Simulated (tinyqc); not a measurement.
# Doping and voltage from widths and field

Problem. In the depletion approximation an abrupt p-n junction has a triangular field: peak E = q Nd xn/(eps0 eps_r) = q Na xp/(eps0 eps_r), W = xn + xp, and Vbi - V = E W/2. Find Nd, Na and Vbi - V.

Values chosen for this exercise:
- eps_r = 11.9 (relative permittivity)

Constants: q = 1.602176634e-19 C, eps0 = 8.8541878128e-14 F/cm where lengths are in cm. Results are converted to the units shown.

W = 445.39650 nm
peak field = 36.196663 kV/cm
xn = 440.81877 nm

Solution. Gauss's law on each side gives its doping from the peak field and its width; the voltage is the area of the triangle.

Nd = 5.40e15 cm^-3
Na = 5.20e17 cm^-3
Vbi - V = 0.806 V

Computed by the program tinyqc: `OMP_NUM_THREADS=1 python tinyqc.py 2000142 2000143 out.jsonl`, one thread of a shared Intel Xeon 2.30GHz, about 0.02 s for the whole run.
